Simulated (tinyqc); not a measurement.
# Undoped gate-all-around wire MOSFET, analytic charge model: effect of the gate work function less that of the intrinsic body

An undoped round wire of radius R under an insulator shell and a surrounding gate; long channel, electrons only, n = ni exp((psi - V)/Vt) with V the quasi-Fermi potential (0 at the source, Vd at the drain), constant mobility, no quantisation. The radial Poisson equation gives n(r) = n(0)/(1 - (1 - b) r^2/R^2)^2 with b = Q0/(Q + Q0). Q is the electron charge per area of the wire surface.

ni = sqrt(Nc Nv) exp(-Eg/(2 Vt)), Eg in volts; Cox = eps0 eox/(R ln(1 + tox/R)); Q0 = 4 eps0 eps_r Vt/R; V0 = dphi + Vt ln[8 eps0 eps_r Vt/(q ni R^2)]. Q solves Vg - V0 - V = Q/Cox + Vt ln(Q/Q0) + Vt ln(1 + Q/Q0). I = mu (2 pi R/L)[2 Vt (Qs - Qd) + (Qs^2 - Qd^2)/(2 Cox) + Vt Q0 ln((Qd + Q0)/(Qs + Q0))], with Qs at V = 0 and Qd at V = Vd.  I(low) is taken at Vg = 0.01 V, Qs and I(high) at Vg = 0.76 V.

Inputs (values chosen for the exercise); material values close to those of silicon:
- T = 350 K (temperature)
- Eg = 1.1 eV (band gap)
- eps_r = 11.9 (relative permittivity of the semiconductor)
- Nc = 3.58e19 cm^-3 (conduction-band density of states at T)
- Nv = 3.3e19 cm^-3 (valence-band density of states at T)
- eox = 9.21 (relative permittivity of the gate insulator)
- tox = 4.9 nm (insulator thickness)
- R = 15 nm (wire radius)
- mu = 180 cm^2/(V s) (channel mobility)
- L = 0.1 um (gate length)
- Vd = 0.3 V (drain voltage)

Constants: q = 1.602176634e-19 C, kB = 1.380649e-23 J/K, Vt = kB T/q, eps0 = 8.8541878128e-14 F/cm where lengths are in cm. Results are converted to the units shown.

Effect of the gate work function less that of the intrinsic body:
```
dphi (V)  V0 (V)  I(low) (nA)  Qs(high) (nC/cm^2)  I(high) (uA)
-0.32     0.1128        13.82               958.4         35.93
-0.27     0.1628        2.715               872.7         31.75
-0.22     0.2128       0.5206               787.8         27.66
-0.17     0.2628      0.09932               704.1         23.66
-0.12     0.3128      0.01893               621.5         19.81
-0.07     0.3628     0.003608               540.5         16.12
-0.02     0.4128     6.875e-4               461.4         12.65
```

As dphi goes from -0.32 to -0.02 V, I(low) falls from 13.8 to 6.87e-4 nA and I(high) falls from 35.9 to 12.7 uA. V0 rises from 0.113 to 0.413 V. In every row the surface density at the source at the higher gate voltage passes 0.3 Nc, where Boltzmann statistics fail. In every row mu V/L at the higher gate voltage, with V the smaller of Vd and Vg - V0, passes 3e6 cm/s, so velocity saturation would lower the current.

tinyqc, about 0.04 s, one thread, Intel Xeon 2.30GHz (shared host): `OMP_NUM_THREADS=1 python tinyqc.py 2460033 2460034 out.jsonl`
